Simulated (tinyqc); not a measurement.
Gate-all-around wire, scale length and short-channel effects: two steps of the calculation.

A round wire of diameter ts in an insulator shell of thickness ti under a surrounding gate. Below threshold the potential that source and drain add obeys Laplace's equation and vanishes on the gate. Its lowest mode decays along the channel as exp(-k y); k is the smallest positive root of the matching condition at the interface, and the scale length is Lambda = pi/k.

Parameters, values chosen for the exercise; permittivities: semiconductor close to that of indium arsenide, insulator close to that of aluminium oxide: relative permittivity of the semiconductor eps_r = 14.9; relative permittivity of the insulator ei = 8.89; insulator thickness ti = 0.94 nm; wire diameter ts = 12.7 nm.

Question 1. Decay constant by Newton steps. f(k) = ei J0(u)[J1(u) Y0(v) - Y1(u) J0(v)] - eps_r J1(u)[J0(u) Y0(v) - Y0(u) J0(v)], u = k ts/2, v = u + k ti; f' by a central difference with +/- 1e-5 1/nm; k(new) = k - f/f'.

k after iteration 1 = 0.30250927 1/nm

Wanted: f; f'; k after iteration 2.

Answer 1.

f = 0.013963
f' = -12.836 nm
k after iteration 2 = 0.30360 1/nm

Question 2. Scale length against simple estimates. Lambda = pi/k and l = 1/k. A parabolic potential across the structure gives l(parabolic) = sqrt([2 eps_r ts^2 ln(1 + 2 ti/ts) + ei ts^2]/(16 ei)).

k = 0.30360246 1/nm

Give: Lambda; l; l(parabolic).

Answer 2.

Lambda = 10.35 nm
l = 3.294 nm
l(parabolic) = 3.840 nm

Program tinyqc, `OMP_NUM_THREADS=1 python tinyqc.py 2420036 2420037 out.jsonl`; Intel Xeon 2.30GHz, shared host, one thread, about 0.01 s.
